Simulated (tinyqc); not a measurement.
Random telegraph noise from one oxide trap in a small MOSFET: two steps of the calculation.

An acceptor-like trap exchanges electrons with the channel. Inversion charge Q = Cox u, u = n Vt W0(exp((Vg - VT)/(n Vt))), W0 the Lambert function, n = nf, Cox = eps0 eox/tox; linear regime Id = (W/L) mu Q Vd. Relative to threshold the surface potential rises by Vt ln(u/u0) and the oxide voltage by the rest of Vg - VT, with u0 = n Vt W0(1).

Parameters, values chosen for the exercise; values of the order met in silicon transistors: temperature T = 250 K; relative permittivity of the gate insulator (close to zirconium oxide) eox = 25.3; insulator thickness tox = 5.4 nm; depth of the trap from the channel interface xt = 1.9 nm; body factor nf = 1.12; gate width W = 28 nm; gate length L = 39 nm; mobility mu = 190 cm^2/(V s); scattering coefficient of the charged trap asc = 1.4e-16 V s; drain voltage Vd = 0.05 V.

Constants: q = 1.602176634e-19 C, kB = 1.380649e-23 J/K, Vt = kB T/q, eps0 = 8.8541878128e-14 F/cm where lengths are in cm. Results are converted to the units shown.

Problem 1. Step height. A = W L; threshold step dV = q (1 - xt/tox)/(Cox A); gm/Id = 1/(u + n Vt); relative step dI/I = (gm/Id) dV + asc mu/A. Id as defined.

u = 0.62160844 V
N = 1.6094667e13 cm^-2

Find: electrons in the channel N A; dV; gm/Id; number part of dI/I; dI/I; Id; dI.

Solution 1.

electrons in the channel N A = 175.8
dV = 2.292 mV
gm/Id = 1.549 1/V
number part of dI/I = 0.3550 %
dI/I = 0.5986 %
Id = 17.59 uA
dI = 105.3 nA

Problem 2. Lorentzian spectrum. Spectrum S(f) = 4 dI^2/{(tc + te)[(1/tc + 1/te)^2 + (2 pi f)^2]}; corner fc = (1/tc + 1/te)/(2 pi); variance dI^2 tc te/(tc + te)^2. Give S at f = 0, at fc and at 10 fc.

tc = 45.540309 s
te = 28.077429 s
dI = 105.27862 nA

Wanted: fc; S(0); S(fc); S(10 fc); rms current.

Solution 2.

fc = 0.0091632 Hz
S(0) = 1.8168e-13 A^2/Hz
S(fc) = 9.0838e-14 A^2/Hz
S(10 fc) = 1.7988e-15 A^2/Hz
rms current = 51.137 nA

The rms value is 0.486 of the step; it reaches its largest share, 1/2, when tc = te.

Range of the model: VT is taken as given; short-channel effects and the uneven flow of current among few electrons are left out.

Numbers from tinyqc (`OMP_NUM_THREADS=1 python tinyqc.py 2710152 2710153 out.jsonl`; about 0.01 s on one thread of a shared Intel Xeon 2.30GHz).
